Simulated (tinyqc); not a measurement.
Etch lag against aspect ratio: ion-assisted plasma etching: sheath, surface coverage, synergy and aspect-ratio dependence. Computed by tinyqc, a small Python program. Command: `OMP_NUM_THREADS=1 python tinyqc.py 3007557 3007558 out.jsonl etch walk`. One thread of a shared host (Intel(R) Xeon(R) Processor @ 2.30GHz), about 0.04 s of CPU time with the checks.

Radicals adsorb on bare sites; ions remove covered sites with a high yield and bare sites by sputtering; a slow spontaneous reaction acts everywhere, walls included.

Inputs (values chosen for the exercise, close to those used for silicon in a halogen plasma):
```
quantity                                value       unit
plasma density n_e                    1.6e+10     1/cm^3
electron temperature T_e                  4.1         eV
ion mass M_i                               80          u
sheath voltage V                          390          V
radical density n                       1e+14     1/cm^3
radical mass M_n                           80          u
gas temperature T_g                       350          K
sticking coefficient s                   0.16          -
radicals per removed unit x                 2          -
yield slope b                            0.18  eV^(-1/2)
threshold E_th                             20         eV
sputter slope b_p                       0.028  eV^(-1/2)
sputter threshold E_p                      31         eV
spontaneous reaction probability k_c  1.2e-05          -
solid density N                         5e+22     1/cm^3
ion temperature T_i                      0.51         eV
```

Feature: long trench.

Constants: e = 1.602176634e-19 C; u = 1.6605390666e-27 kg; k_B = 1.380649e-23 J/K; eps_0 = 8.8541878128e-12 F/m.

Method:
- Bohm speed u_B = sqrt(e T_e/M_i); ion flux G_i = 0.61 n_e u_B; radical flux G_n = n c/4 with c = sqrt(8 k_B T_g/(pi M_n)).
- Debye length lambda_D = sqrt(eps_0 T_e/(e n_s)) with n_s = 0.61 n_e, T_e in volts; Child-law sheath d = (sqrt2/3) lambda_D (2 V/T_e)^(3/4); ion energy E = V + T_e/2; angular spread = arctan(sqrt(T_i/E)).
- Yields: Y = b (sqrt(E) - sqrt(E_th)) on covered sites, Y_p = b_p (sqrt(E) - sqrt(E_p)) on bare ones (zero below threshold).
- Steady coverage: s G_n (1 - theta) = x Y G_i theta; removal flux = Y G_i theta + Y_p G_i (1 - theta) + k_c G_n; rate = flux/N, 1 cm/s = 6e8 nm/min.
- Lateral rate = k_c G_n/N; anisotropy = 1 - lateral/vertical; synergy = vertical/(ions alone + radicals alone), with ions alone Y_p G_i/N and radicals alone the lateral rate.
- Transmission of a long trench, rough form: K = (1 + ln(1 + A))/(1 + A + ln(1 + A)), walls that scatter diffusely without loss. With a loss probability S = s (1 - theta) at the floor, G_b/G_n = K/(K + S - K S); theta follows G_b, and the two are solved together. Ions are taken to reach the floor unshadowed; G_b replaces G_n in every term of the rate; A is depth over width.

yield Y = 2.75906

sputter yield Y_p = 0.398510

ion flux G_i = 2.17034e+15 1/(cm^2 s)

radical flux G_n = 7.60880e+17 1/(cm^2 s)

vertical rate = 66.4605 nm/min

coverage theta = 0.910436

Floor of the feature:
```
A            K  G_b/G_n    theta  rate (nm/min)  relative rate
0.5    0.73760  0.99490  0.91002         66.434        0.99961
1.0    0.62869  0.99154  0.90974         66.417        0.99934
2.0    0.51203  0.98636  0.90931         66.390        0.99894
5.0    0.35830  0.97440  0.90830         66.326        0.99798
10.0   0.25361  0.95799  0.90687         66.237        0.99664
20.0   0.16821  0.92962  0.90430         66.076        0.99421
50.0   0.08978  0.85686  0.89702         65.620        0.98735
100.0  0.05317  0.75211  0.88433         64.828        0.97544
```

K falls by a factor 13.9 over the rows and the rate by 1.02. Among these rows the rate stays within 10 % of the open-field value up to A = 100, as near saturation the coverage changes little when G_b falls. Caution: a sheath of several millimetres is collisional at usual pressures, which lowers the ion energy and widens the angles. Caution: rows with A above about 1/(2 tan(ion spread)) or 1/sqrt(k_c), often 10 to 30, are formal: ion shadowing, radical loss on the walls, redeposition of sputtered material and, in fluorocarbon plasmas, polymer growth are left out and add to the lag.
